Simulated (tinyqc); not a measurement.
Inputs raised by 2 %, one at a time: oxidation of curved silicon (wires and holes): cylindrical Deal-Grove kinetics with stress-retarded reaction. Computed by tinyqc, a small Python program. Command: `OMP_NUM_THREADS=1 python tinyqc.py 3028177 3028178 out.jsonl wireox sens`. One thread of a shared host (Intel(R) Xeon(R) Processor @ 2.30GHz), about 0.06 s of CPU time with the checks.

Silicon fills r < a and oxide a < r < b. One volume of silicon gives 2.25 volumes of oxide, and the length is fixed.

Inputs (values chosen for the exercise, close to those used for silicon in steam):
```
quantity,value,unit
prefactor B0,405,um^2/h
activation energy E_B,0.788,eV
prefactor (B/A)0,1.18e+08,um/h
activation energy E_A,2.04,eV
starting silicon radius a0,24,nm
starting oxide x_i,2,nm
viscosity prefactor eta0,2.3e-09,Pa s
viscosity energy E_eta,5.49,eV
critical shear stress s_c,47,MPa
activation volume V_k,8.8,angstrom^3
temperature T,750,C
time t,3.2,h
```

Shape: wire (convex).

Constants: k_B = 8.617333262e-05 eV/K.

Method:
- B = B0 exp(-E_B/(k_B T)), B/A = (B/A)0 exp(-E_A/(k_B T)), eta = eta0 exp(E_eta/(k_B T)); 1 um = 1000 nm.
- Temperatures in kelvin are T(C) + 273.15.
- Geometry: b^2 = b0^2 + 1.25 (a0^2 - a^2), b0 = a0 + x_i.
- Rate of oxide made per interface area: q = 1/[1/k + 2 a |ln(b/a)|/B], and |da/dt| = q/2.25. Reaction k = (B/A) exp(-sigma V_k/(k_B T)). New oxide pushes the old with radial speed u = 1.25 |da/dt| at r = a; the shear stress at radius r is s_c asinh(z a^2/r^2), z = 2 eta u/(a s_c) (Eyring flow), and the compressive normal stress at the interface is sigma = |int_a^b 2 s/r dr| = s_c |F(z) - F(z a^2/b^2)|, F(y) = int_0^y asinh(w)/w dw. q and sigma are solved together. 1 MPa angstrom^3 = 6.241509e-6 eV.
- Integrate da/dt adaptively (tolerance 1e-8); a wire counts as consumed at a = 0.5 nm and a hole as closed at b = 0.5 nm. Planar reference: x^2 + A x = B t + x_i^2 + A x_i, A = B/(B/A).

Runs:
```
input moved,from,to,oxide thickness (nm),silicon radius a (nm),normal stress at time t (MPa),ratio to the planar thickness
base run,-,-,19.29,14.42,1229,0.5430
prefactor (B/A)0 (um/h),118000000,120360000,19.49,14.28,1246,0.5388
prefactor B0 (um^2/h),405,413.1,19.29,14.42,1229,0.5430
starting silicon radius a0 (nm),24,24.48,19.44,14.84,1211,0.5474
viscosity prefactor eta0 (Pa s),2.3e-09,2.346e-09,19.28,14.42,1230,0.5428
critical shear stress s_c (MPa),47,47.94,19.20,14.48,1244,0.5405
activation volume V_k (angstrom^3),8.8,8.976,19.19,14.48,1220,0.5403
time t (h),3.2,3.264,19.50,14.28,1245,0.5389
```

Exponents ln(y'/y) / ln(x'/x):
```
input,oxide thickness,silicon radius a,normal stress at time t,ratio to the planar thickness
prefactor (B/A)0,0.536,-0.472,0.701,-0.395
prefactor B0,0.001,-0.001,0.001,-0.006
starting silicon radius a0,0.406,1.443,-0.721,0.406
viscosity prefactor eta0,-0.016,0.014,0.043,-0.016
critical shear stress s_c,-0.234,0.203,0.612,-0.234
activation volume V_k,-0.250,0.217,-0.345,-0.250
time t,0.553,-0.488,0.659,-0.385
```

Which inputs matter most for each result?

Among the inputs moved here: oxide thickness answers most in size to time t (exponent +0.553), next to prefactor (B/A)0 (+0.536). Silicon radius a answers most in size to starting silicon radius a0 (exponent +1.443), next to time t (-0.488). Normal stress at time t answers most in size to starting silicon radius a0 (exponent -0.721), next to prefactor (B/A)0 (+0.701). Ratio to the planar thickness answers most in size to starting silicon radius a0 (exponent +0.406), next to prefactor (B/A)0 (-0.395).

Caution (all rows): the oxide is taken as a purely viscous fluid in steady flow; elasticity, stress-dependent diffusion and thin-oxide enhancement are left out.
